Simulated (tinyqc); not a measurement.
X-ray photoelectron analysis of a thin oxide on a semiconductor: attenuation lengths, thickness, angle series and band offsets: one step, computed by the program tinyqc. Command: `OMP_NUM_THREADS=1 python tinyqc.py 3111580 3111581 out.jsonl xps walk`. One thread of a shared host (Intel(R) Xeon(R) Processor @ 2.30GHz), about 0.01 s of CPU time with the checks.

The same element is seen in the oxide and in the substrate, at nearly the same kinetic energy; films are flat and uniform, and the work function is ignored.

Task: Peak ratio. R_0 = (rho_o/M_o) L_o/((rho_s/M_s) L_s); peak ratio R = I_ox/I_sub = R_0 [exp(d/(L_o cos theta)) - 1]; hence d = L_o cos theta ln(1 + R/R_0). A carbon layer weakens both peaks alike, by exp(-d_C/(L_o cos theta)) if its L is taken equal to L_o. This R_0 leaves out intrinsic losses from the substrate peak, so calibrated values can be larger.

Inputs (values chosen for the exercise, modelled on SiO2 on silicon):
```
quantity                        value     unit
oxide density                     2.2   g/cm^3
oxide formula mass              60.08    g/mol
substrate density                2.33   g/cm^3
substrate formula mass          28.09    g/mol
oxide thickness d                   2       nm
emission angle from the normal     15  degrees
carbon overlayer                 0.07       nm
```

L in the oxide = 1.742185 nm

L in the substrate = 1.379299 nm

Give: R_0; d/(L_o cos theta); ratio R; oxide share of the counts; attenuation by carbon; depth 3 L_o cos theta.

Result:

R_0 = 0.5576

d/(L_o cos theta) = 1.188

ratio R = 1.272

oxide share of the counts = 0.5600

attenuation by carbon = 0.9593

depth 3 L_o cos theta = 5.048 nm
